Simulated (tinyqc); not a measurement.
Inside a calculation. Method: lattice vibrations of a chain. Computed by tinyqc, a small Python program that keeps every step. Command: `OMP_NUM_THREADS=1 python tinyqc.py 26588 26589 out.jsonl` (the two numbers bound the seeds that draw the settings). One thread of a shared host (Intel(R) Xeon(R) Processor @ 2.60GHz), about 0.01 s of CPU time with the checks.

## Dynamical matrix at q = 0.22

A chain moving along its axis:
```
atom  mass (u)  spring to the next atom (eV/angstrom^2)
1     110.6000                                   6.2000
2      12.2000                                  11.7000
3     105.2000                                  20.4000
4      68.6000                                  22.6000
```

q is in units of 2 pi/a. A spring k from atom i to atom j, n cells on, adds k to Phi_ii and Phi_jj, -k exp(2 pi i q n) to Phi_ij and the conjugate to Phi_ji (for one atom a cell: 2k (1 - cos 2 pi q n)); D_ij = Phi_ij / sqrt(m_i m_j).

D(q) (eV/(angstrom^2 u)), lower triangle (Hermitian):
```
                 1        2        3       4
1           0.2604
2          -0.1688   1.4672
3           0.0000  -0.3266   0.3051
4  -0.0486-0.2549i   0.0000  -0.2401  0.6268
```

## Frequencies

omega^2 are the eigenvalues; wavenumber = 521.4708 sqrt(eigenvalue) 1/cm.

eigenvalues: 0.0178  0.2413  0.8213  1.5791

wavenumbers (1/cm): 69.6  256.1  472.6  655.3

weights |e|^2 of the mass-weighted modes:
```
        mode 1  mode 2  mode 3  mode 4
atom 1  0.3748  0.4708  0.1369  0.0175
atom 2  0.0325  0.0284  0.0305  0.9085
atom 3  0.3538  0.4872  0.0921  0.0669
atom 4  0.2389  0.0136  0.7405  0.0070
```

## Dispersion and heat capacity

C/k_B per atom = mean over q = (j + 1/2)/80, j = 0..39 and all branches of y^2 e^y/(e^y - 1)^2, y = hc wavenumber / k_B T.

Wavenumbers (1/cm):
```
q       branch 1  branch 2  branch 3  branch 4
0.0000    0.0000  271.8899  467.8964  656.0256
0.0625   20.3466  270.5062  468.3501  655.9583
0.1250   40.4167  266.4761  469.6258  655.7661
0.1875   59.8910  260.1513  471.4928  655.4766
0.2500   78.3466  252.1001  473.6348  655.1321
0.3125   95.1532  243.1400  475.7174  654.7843
0.3750  109.2951  234.4637  477.4402  654.4867
0.4375  119.1691  227.8119  478.5710  654.2865
0.5000  122.8010  225.2445  478.9645  654.2160
```

Heat capacity:
```
T (K)  C/k_B per atom
20             0.0725
50             0.1802
100            0.3320
200            0.5885
300            0.7506
600            0.9209
1200           0.9788
```

zero-point energy per atom = 22.5075 meV
